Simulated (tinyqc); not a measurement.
Photoconductance decay in a wafer: bulk and surface recombination modes, and iron detection by pair splitting: one step, computed by the program tinyqc. Command: `OMP_NUM_THREADS=1 python tinyqc.py 3114274 3114275 out.jsonl pcd walk`. One thread of a shared host (Intel(R) Xeon(R) Processor @ 2.30GHz), about 0.01 s of CPU time with the checks.

Both faces of the wafer have the same S; injection is low and all coefficients are constant. x runs from -W/2 to W/2.

Problem. Effective lifetime. Even modes cos(a x) obey b tan b = S W/(2 D) with b = a W/2, odd modes sin(a x) obey -b cot b = S W/(2 D); each decays at the rate 1/tau_b + D a^2. tau_eff is the decay time of the first mode. The surface time is 1/(D a^2) of that mode; shortcuts for it are W/(2 S), W^2/(pi^2 D) and their sum, whose error is sum/surface time - 1.

Inputs (values chosen for the exercise, modelled on p-type silicon):
```
quantity                          value         unit
thickness W                         200   micrometre
diffusivity D                      24.9       cm^2/s
bulk lifetime tau_b without iron   1600  microsecond
surface recombination velocity S  16000         cm/s
```

Give: tau_eff; surface time; W/(2 S); W^2/(pi^2 D); error of the sum; tau_eff/tau_b.

Solution.

tau_eff = 2.162 microsecond

surface time = 2.165 microsecond

W/(2 S) = 0.625 microsecond

W^2/(pi^2 D) = 1.628 microsecond

error of the sum = 4.041 %

tau_eff/tau_b = 0.001351

tau_eff is only 0.0014 of tau_b, so it understates the bulk lifetime.
